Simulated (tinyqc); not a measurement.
Disorder from G.

Inverse problem. In a one-dimensional band with self-consistent Born disorder, 1/G^2 = (z - D G)^2 - 4 t^2, z = E + i eta, where z - D G has a positive imaginary part. Find D and Sigma = D G.

Inputs (values chosen for the exercise):
- t = 1.7 eV (hopping)
- eta = 0.0017 eV (bare broadening)
- E = -1.702 eV (energy from the band centre)

G = -0.04132751-0.31309765i 1/eV

Answer. z - D G is the root of 1/G^2 + 4 t^2 with positive imaginary part; then D = (z - root)/G.

D = 2.60 eV^2
Sigma = -0.107-0.814i eV

Numbers from tinyqc (`OMP_NUM_THREADS=1 python tinyqc.py 2720135 2720136 out.jsonl`; about 0.02 s on one thread of a shared Intel Xeon 2.30GHz).
